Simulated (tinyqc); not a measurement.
Polar nitride quantum well with polarisation fields, step by step. Values are carried at full precision from step to step, so a last printed digit may differ when a step is redone from the rounded ones.

Growth along [0001]. e_par = (a_sub - a)/a, Ppz = 2 e_par (e31 - e33 C13/C33), P = Psp + Ppz in each layer; strain relaxation and the strain shift of the gaps are left out, although thick layers with more than about 1 % mismatch would relax.

Constants: hbar^2/2m0 = 3.80998211 eV angstrom^2; hc = 1239.841984 eV nm.

Parameters, chosen for this exercise (near those of a GaN well in AlGaN; the results hold for these values, not for the real material):
```
symbol  value    unit      meaning
a_w     3.189    angstrom  lattice constant a, well
a_b     3.171    angstrom  lattice constant a, barrier
a_sub   3.189    angstrom  in-plane lattice constant of the stack
Psp_w   -0.0328  C/m^2     spontaneous polarisation
Psp_b   -0.0436  C/m^2     spontaneous polarisation
e31_w   -0.351   C/m^2
e31_b   -0.4     C/m^2
e33_w   0.692    C/m^2
e33_b   0.824    C/m^2
C_w     0.263              C13/C33
C_b     0.267              C13/C33
Lw      36       angstrom  well width
Lb      120      angstrom  barrier width
eps_w   10.4               dielectric constant
eps_b   10.2               dielectric constant
Eg      3.44     eV        gap of the well
Vc      0.341    eV        conduction offset
Vv      0.161    eV        valence offset
me      0.2      m0        electron, well
meb     0.228    m0        electron, barrier
mh      1.98     m0        hole, everywhere
```

## Strain and polarisation

Give strain and polarisation of well and barrier; the bound sheet charge is |P_w - P_b|/e with e = 1.602176634e-19 C.

Layers:
```
layer,e_par,Ppz (C/m^2),P (C/m^2)
well,0.00000,0.00000,-0.03280
barrier,0.00568,-0.00704,-0.05064
```

sheet charge = 1.113 x 1e13/cm^2

Of P_w - P_b = +0.0178 C/m^2 the piezoelectric part gives +0.0070 and the spontaneous part +0.0108.

## Built-in fields

In a periodic stack without free charge the potential drop over a period vanishes: F_w = (P_b - P_w) Lb/(eps0 (eps_w Lb + eps_b Lw)), F_b = -F_w Lw/Lb, eps0 = 8.8541878e-12 F/m; 1 MV/cm = 1e8 V/m = 0.01 V/angstrom.

Give both fields and the drop |F_w| Lw across the well.

F_w = -1.497 MV/cm
F_b = 0.449 MV/cm
drop = 0.539 eV

## Levels with and without the field

Envelope functions on cells of 0.25 angstrom over barrier, well, barrier (widths Lb, Lw, Lb), psi = 0 beyond, psi'/m continuous (mean mass between points), c = hbar^2/2m0. With u(z) the integral of e F (F_w in the well, F_b = -F_w Lw/Lb in the barriers, 1 MV/cm = 0.01 V/angstrom), zero at the centre of the well, the electron sees u plus Vc in the barriers and the hole -u plus Vv. The transition is Eg + E_e + E_h; excitons are left out.

Ground states of electron and hole, their centres, the squared overlap, the transition and its wavelength hc/E.

Results:
```
case,E_e (eV),E_h (eV),<z>_e,<z>_h,overlap^2,E (eV),nm
no field,0.0685,0.0103,0.0,0.0,0.961,3.5188,352.4
built-in field,-0.0166,-0.1498,11.0,-14.7,0.0303,3.2736,378.7
```

The field shifts the line by -245 meV, below the gap of the well material, pulls the carriers 25.7 angstrom apart and, with the rate proportional to overlap^2, lengthens the radiative lifetime by a factor 31.8.

## Estimate from two triangular wells

For a strong field: E = Eg - |e F_w| Lw + a0 (c (e F_w)^2)^(1/3) (me^(-1/3) + mh^(-1/3)), a0 = 2.338107, hard walls, c = hbar^2/2m0, 1 MV/cm = 0.01 V/angstrom.

electron term = 0.3793 eV
hole term = 0.1766 eV
E = 3.4570 eV

Both terms lie below the drop across the well, but the estimate also takes the near wall as infinitely high. Against the grid result 3.2736 eV the estimate errs by +183 meV: +126 from the electron and +57 from the hole, since hard walls stand in for offsets of 0.341 and 0.161 eV into which the carriers leak.

## Checks

- Electron level without field against the matching condition of the square well, eV: both 0.068.

(tinyqc, `OMP_NUM_THREADS=1 python tinyqc.py 1250730 1250731 out.jsonl`, Intel(R) Xeon(R) Processor @ 2.30GHz, 1 thread, shared host, about 0.04 s.)
